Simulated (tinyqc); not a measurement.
# Disorder broadening of a one-dimensional band in the self-consistent Born approximation: density of states across the band

The local Green function is G = g0(z - Sigma) with z = E + i eta and g0(z) = 1/(sqrt(z - 2t) sqrt(z + 2t)), principal roots; the self-energy is Sigma = D G. The density of states is -Im G/pi.

Sigma is iterated to self-consistency (retarded branch, Im Sigma < 0); first Born means Sigma = D g0(z) put once into G = g0(z - Sigma); clean means Sigma = 0.

Parameters, values chosen for the exercise:
```
symbol  value  unit                             meaning
t         0.6    eV                             hopping
D       0.027  eV^2  variance of the random site energy
eta     0.018    eV                     bare broadening
```

Density of states across the band:

| E (eV) | Re Sigma (eV) | Im Sigma (eV) | DOS, self-consistent (1/eV) | DOS, first Born (1/eV) | DOS, clean (1/eV) |
|---|---|---|---|---|---|
| 0 | 0 | -0.022487 | 0.26511 | 0.26511 | 0.26523 |
| 0.159 | 1.0354e-4 | -0.022686 | 0.26745 | 0.26745 | 0.26759 |
| 0.318 | 2.2828e-4 | -0.023315 | 0.27486 | 0.27487 | 0.27505 |
| 0.478 | 4.0955e-4 | -0.024498 | 0.28881 | 0.28883 | 0.28913 |
| 0.637 | 7.2218e-4 | -0.026483 | 0.31221 | 0.31229 | 0.31289 |
| 0.796 | 0.0013992 | -0.029885 | 0.35232 | 0.35260 | 0.35423 |
| 0.955 | 0.0034622 | -0.036329 | 0.42829 | 0.42970 | 0.43724 |
| 1.115 | 0.014353 | -0.049326 | 0.58152 | 0.57097 | 0.70616 |
| 1.274 | 0.055358 | -0.041791 | 0.49269 | 0.65351 | 0.089928 |
| 1.433 | 0.037774 | -0.0020846 | 0.024575 | 0.023211 | 0.017025 |
| 1.592 | 0.026840 | -7.8099e-4 | 0.0092073 | 0.0091169 | 0.0079563 |

Read the table: what changes, and by how much?

The self-consistent density of states goes from 0.265 through a maximum of 0.582 (at E = 1.115 eV among the rows listed) to 0.00921 1/eV. The clean band ends at 2t = 1.20 eV; at E = 1.274 eV, beyond it, the self-consistent value is 0.493 against 0.0899 clean: disorder widens the band. By ratio, first Born differs most at E = 1.274 eV, where it is 33 % above the self-consistent value.

Range of the model: The self-consistent Born approximation misses band tails from rare fluctuations and localisation.

Computed by the program tinyqc: `OMP_NUM_THREADS=1 python tinyqc.py 2720107 2720108 out.jsonl`, one thread of a shared Intel Xeon 2.30GHz, about 0.02 s for the whole run.
